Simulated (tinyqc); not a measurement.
# From effective lifetime at dn back to doping N

Model: carrier lifetime from Shockley-Read-Hall, radiative, Auger and surface recombination. Computed by tinyqc, a small Python program. Command: `OMP_NUM_THREADS=1 python tinyqc.py 3014992 3014993 out.jsonl lifetime inv`. One thread of a shared host (Intel(R) Xeon(R) Processor @ 2.30GHz), about 0.02 s of CPU time with the checks.

Energies are counted from the top of the valence band. Boltzmann statistics, full ionisation, and equal excess densities of electrons and holes.

Inputs (values chosen for the exercise, for a model semiconductor):
```
quantity                          value    unit
gap E_g                            3.01      eV
electron mass m_e                 0.164     m_0
valleys M_c                           1       -
hole mass m_h                     0.921     m_0
temperature T                       300       K
trap level E_t                      1.5      eV
trap density N_t                1.4e+11   cm^-3
electron cross-section sigma_n  3.5e-14    cm^2
hole cross-section sigma_p      2.4e-15    cm^2
radiative coefficient B         1.3e-10  cm^3/s
Auger coefficient C_n           9.5e-32  cm^6/s
Auger coefficient C_p           2.8e-30  cm^6/s
excess density dn               1.5e+16   cm^-3
diffusion coefficient D             4.7  cm^2/s
```

Doping: n-type. Surface term: none.

Constants: m_0 = 9.1093837015e-31 kg; k_B = 1.380649e-23 J/K; h = 6.62607015e-34 J s; k_B = 8.617333262e-05 eV/K.

Method:
- N_c = 2 M_c (2 pi m_e k_B T/h^2)^(3/2) and N_v = 2 (2 pi m_h k_B T/h^2)^(3/2), masses in units of m_0.
- n_i = sqrt(N_c N_v) exp(-E_g/2 k_B T); majority density N/2 + sqrt(N^2/4 + n_i^2), minority density n_i^2 over it.
- v = sqrt(3 k_B T/m) with m_e or m_h; tau_n0 = 1/(sigma_n v_n N_t), tau_p0 = 1/(sigma_p v_p N_t); n1 = N_c exp(-(E_g - E_t)/k_B T), p1 = N_v exp(-E_t/k_B T).
- With n = n_0 + dn, p = p_0 + dn and U/dn = 1/tau: (n p - n_i^2)/dn = n_0 + p_0 + dn = s; 1/tau_SRH = s/[tau_p0 (n + n1) + tau_n0 (p + p1)]; 1/tau_rad = B s; 1/tau_Aug = (C_n n + C_p p) s; the rates add.
- Radiative efficiency = tau_eff/tau_rad; effective diffusion length = sqrt(D tau_eff).

Task: A run gave the result below. Find the doping N, known to lie between 1.1e+17 and 2e+17 cm^-3.

effective lifetime at dn = 5.792963e-08 s

Result:

Each step takes the trial c = (a f_b - b f_a)/(f_b - f_a), f being the result less the target and a, b, c the logarithms of the listed values; c replaces end b, the old b replaces a if the sign of f changed, and otherwise f_a is halved.

Scan of the range:
```
doping N (cm^-3)  effective lifetime at dn (s)
1.10e+17                           6.14976e-08
1.22e+17                           5.61116e-08
1.34e+17                           5.15931e-08
1.48e+17                           4.71621e-08
1.64e+17                           4.29468e-08
1.81e+17                           3.92219e-08
2.00e+17                           3.57558e-08
```

False position (Illinois rule, in the logarithm of the input) inside the bracket:
```
step        end a        end b        trial  effective lifetime at dn (s)
1     1.10000e+17  1.22000e+17  1.17810e+17                   5.78818e-08
2     1.10000e+17  1.17810e+17  1.17599e+17                   5.79739e-08
3     1.17810e+17  1.17599e+17  1.17700e+17                   5.79296e-08
4     1.17599e+17  1.17700e+17  1.17700e+17                   5.79296e-08
```

Effective lifetime at dn falls at every point of a 13-point scan of the range (every second point is shown), so one value fits; it is bracketed by 1.10e17 and 1.22e17. Answer: doping N = 1.177e17 cm^-3.
